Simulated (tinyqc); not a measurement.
Temperature and repopulation: deformation-potential model of the L valleys of a conduction band.

Valleys with axes along [111], [1-1-1], [-11-1] and [-1-11], one whole valley each. Herring-Vogt shift of a valley with unit axis a: dE = Xd tr(e) + Xu a.e.a. Non-degenerate shares n_i = exp(-dE_i/kT)/sum_j exp(-dE_j/kT). Inverse mass tensor of a valley: (1 - a a)/mt + a a/ml; the masses are taken as independent of strain.

s11 = (C11 + C12)/((C11 - C12)(C11 + 2 C12)), s12 = -C12/((C11 - C12)(C11 + 2 C12)), s44 = 1/C44; exx = s11 sxx + s12 (syy + szz) and cyclic, exy = s44 sxy/2; tension is positive. A uniaxial stress X along the unit vector n is s_ij = X n_i n_j.

Constants: kB = 8.617333262e-05 eV/K.

Values chosen for the exercise (near those of Ge; shifted at random, so the results belong to these values and not to a real crystal):

| symbol | value | unit | meaning |
|---|---|---|---|
| ml | 1.543 | m0 | longitudinal mass |
| mt | 0.082 | m0 | transverse mass |
| Xd | -6.03 | eV | dilation potential |
| Xu | 15.97 | eV | uniaxial potential |
| C11 | 128.6 | GPa |  |
| C12 | 48.4 | GPa |  |
| C44 | 67.1 | GPa |  |
| load | uniaxial [111] |  | kind of stress |
| X | 0.75 | GPa | stress |

The load is fixed; m_c along [111] as 1/(u.M.u).

Results:

| T (K) | kT (meV) | n [111] | n [1-1-1] | n [-11-1] | n [-1-11] | m_c (m0) |
|---|---|---|---|---|---|---|
| 50 | 4.31 | 0.000 | 0.333 | 0.333 | 0.333 | 0.0916 |
| 77 | 6.64 | 0.000 | 0.333 | 0.333 | 0.333 | 0.0916 |
| 150 | 12.93 | 0.001 | 0.333 | 0.333 | 0.333 | 0.0917 |
| 300 | 25.85 | 0.015 | 0.328 | 0.328 | 0.328 | 0.0930 |
| 400 | 34.47 | 0.032 | 0.323 | 0.323 | 0.323 | 0.0945 |
| 500 | 43.09 | 0.050 | 0.317 | 0.317 | 0.317 | 0.0962 |

Give the missing row, T (K) = 225.

Computed row:
```
T (K)  kT (meV)  n [111]  n [1-1-1]  n [-11-1]  n [-1-11]  m_c (m0)
225       19.39    0.006      0.331      0.331      0.331    0.0921
```

The largest share falls from 0.333 at 50 K to 0.317 at 500 K (equal shares: 0.250); m_c goes from 0.0916 to 0.0962, against 0.1198 without stress. Only spread/kT enters, so the small-stress response goes as 1/T.

Computed by tinyqc, a small Python program: `OMP_NUM_THREADS=1 python tinyqc.py 1080783 1080784 out.jsonl` (the numbers bound the seed that draws the inputs); one thread of a shared host (Intel(R) Xeon(R) Processor @ 2.30GHz), about 0.03 s for the whole set of steps.
